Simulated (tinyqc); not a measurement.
# Changing the fraction x of B sites

Model: two-sublattice mean-field magnet: ferrimagnet, compensation points and susceptibility. Computed by tinyqc, a small Python program. Command: `OMP_NUM_THREADS=1 python tinyqc.py 3015174 3015175 out.jsonl ferri sweep`. One thread of a shared host (Intel(R) Xeon(R) Processor @ 2.30GHz), about 0.07 s of CPU time with the checks.

A random alloy A(1-x)B(x) with H = -sum over pairs J S_i.S_j. a = <S_A> and b = <S_B> are taken along z, a > 0. Exchange fields: h_A = (1 - x) zJ_AA a + x zJ_AB b, h_B = (1 - x) zJ_AB a + x zJ_BB b; a = S_A B_(S_A)(S_A h_A/(k_B T)) and likewise for b, with the Brillouin function B_S(y) = [(2S + 1)/(2S)] coth[(2S + 1) y/(2S)] - [1/(2S)] coth[y/(2S)].

Inputs (values chosen for the exercise, for a model ferrimagnet): spin S_A = 2; spin S_B = 2.5; g factor g_A = 2; g factor g_B = 2; z J_AA = 27.8 meV; z J_BB = 1.2 meV; z J_AB = -15 meV; T over T_c = 0.78; largest number of steps = 3000.

Constants: k_B = 8.617333262e-05 eV/K.

Method:
- Linearised, T (a, b) = M (a, b) with M_ij = S_i (S_i + 1) c_j zJ_ij/(3 k_B), c_A = 1 - x, c_B = x. T_c is the larger eigenvalue, and its eigenvector gives b/a at onset, (T_c - M_AA)/M_AB.
- Repeat from a = S_A, b = -S_B until a and b change by less than 1e-10.
- Net moment m = (1 - x) g_A a + x g_B b in mu_B per site; net spin s = (1 - x) a + x b. At T = 0, a = S_A and b = -S_B. Effective g = m/s.
- T_M: m = 0; T_A: s = 0; searched between 0.02 and 0.97 T_c, and given as 0 if there is no change of sign.

One run for each value; columns: (1) fraction x of B sites; (2) m at T = 0 (mu_B); (3) magnetic compensation T_M (K); (4) T_c (K); (5) net moment m (mu_B); (6) angular-momentum compensation T_A (K):
```
(1)     (2)     (3)     (4)     (5)     (6)
0.08   3.28    0.00  614.86  2.2705    0.00
0.13   2.83    0.00  595.22  2.0352    0.00
0.18   2.38    0.00  575.03  1.8020    0.00
0.24   1.84    0.00  550.03  1.5252    0.00
0.29   1.39    0.00  528.53  1.2973    0.00
0.34   0.94    0.00  506.36  1.0721    0.00
0.39   0.49    0.00  483.49  0.8499    0.00
0.45  -0.05   70.43  455.03  0.5877   70.43
0.50  -0.50  183.30  430.36  0.3735  183.30
0.55  -0.95  253.64  404.74  0.1638  253.64
```

Describe and explain the trends.

Over the rows, m at T = 0 (mu_B) falls from 3.28 to -0.950; magnetic compensation T_M (K) rises from 0 to 254, flat over part of the range; T_c (K) falls from 615 to 405 (exponent d ln y / d ln x -0.067 between the first rows and -0.64 between the last). A compensation point exists in 3 rows, only where B wins at T = 0 and A near T_c; within that window T_M moves by 18.3 K for each per cent of B. A zero marks no point.

Extremes, crossings and ranges named in words are read from the listed rows.
